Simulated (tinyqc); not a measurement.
Special k points of the hexagonal lattice: one step. Irreducible points and weights.

Lattice vectors in units of a: a1 = (1, 0), a2 = (-1/2, sqrt(3)/2); reciprocal vectors b_i with a_i . b_j = 2 pi delta_ij. Mesh: k = sum_i f_i b_i with f_i = (2 j_i + shift)/(2 N), j_i = 0 .. N-1. The point group of the lattice has 12 operations; only those that map the mesh onto itself are used.

Inputs chosen for the exercise: N = 5 (points along each reciprocal vector); shift = 1 (half steps).

Problem. Join points that an operation carries into one another (modulo reciprocal vectors); list each class by its first point in the order of (j1, j2, ...).

Give: Irreducible points; operations that keep the mesh; irreducible points.

Solution.

Irreducible points:
```
f1          f2  weight
0.1000  0.1000       2
0.1000  0.3000       4
0.1000  0.5000       4
0.1000  0.7000       4
0.1000  0.9000       2
0.3000  0.3000       2
0.3000  0.5000       4
0.3000  0.7000       2
0.5000  0.5000       1
```

operations that keep the mesh = 4
irreducible points = 9

The weights add up to 25 = N^2; symmetry saves a factor 2.8. The shift breaks the symmetry of the lattice: only 4 of 12 operations keep the mesh.

Run: tinyqc, `OMP_NUM_THREADS=1 python tinyqc.py 1681105 1681106 out.jsonl`; Intel(R) Xeon(R) Processor @ 2.30GHz, one thread, shared host; about 0.1 s of CPU time with all checks.
